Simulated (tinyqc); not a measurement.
From one barrier to a miniband: Kronig-Penney superlattice by transfer matrices.

Wells (width a, potential 0, mass mw) alternate with barriers (width b, height V0, mass mb); period d = a + b; c = hbar^2/2m0. The vector (psi, psi'/m) is continuous, and a layer of thickness t carries it by M = [[cos kt, (m/k) sin kt], [-(k/m) sin kt, cos kt]] with k = sqrt(m (E - V)/c); for E < V, k = i kappa gives [[cosh, (m/kappa) sinh], [(kappa/m) sinh, cosh]] of kappa t. A Bloch state obeys cos(q d) = tr(Mb Mw)/2.

Constants: hbar^2/2m0 = 3.80998211 eV angstrom^2.

Values chosen for the exercise (near those of an InGaAs superlattice with barriers of InP; not measured data): a = 158 angstrom (well width); b = 17 angstrom (barrier width); V0 = 0.238 eV (barrier height); mw = 0.04 m0 (mass in the wells); mb = 0.0768 m0 (mass in the barriers).

Transmission through N barriers separated by wells, between leads of the well material: T = 4/[(M11 + M22)^2 + (u M12 - M21/u)^2] with u = k/mw and M the product over all layers; twelve evenly spaced energies around the first miniband.

Transmission:
```
E (eV),tr M/2 of a period,N = 1,N = 2,N = 4,N = 8
0.008823,2.520,0.111,0.00491,9.00e-06,3.02e-11
0.011085,1.851,0.135,0.0112,8.28e-05,4.54e-09
0.013347,1.257,0.156,0.0284,0.00156,5.62e-06
0.015609,0.733,0.176,0.0903,0.812,0.525
0.017871,0.275,0.194,0.445,0.217,0.262
0.020133,-0.124,0.212,0.813,0.536,0.273
0.022396,-0.468,0.228,0.252,0.211,0.330
0.024658,-0.760,0.243,0.122,0.589,0.283
0.026920,-1.006,0.257,0.0789,0.0201,0.00429
0.029182,-1.208,0.271,0.0598,0.00430,2.67e-05
0.031444,-1.371,0.283,0.0500,0.00173,2.14e-06
0.033706,-1.498,0.295,0.0446,0.000960,4.42e-07
```

What can be read from this table?

5 of the energies lie in the miniband (|tr M/2| <= 1); there T for N = 8 runs between 0.262 and 0.525. In the gaps it falls with N: at E = 0.0337 eV from 0.00096 (N = 4) to 4.42e-07 (N = 8), a slope of ln T of -1.92 a period, against -2 arccosh|tr M/2| = -1.92.

Computed by tinyqc, a small Python program: `OMP_NUM_THREADS=1 python tinyqc.py 1281494 1281495 out.jsonl` (the numbers bound the seed that draws the inputs); one thread of a shared host (Intel(R) Xeon(R) Processor @ 2.30GHz), about 0.05 s for the whole set of steps.
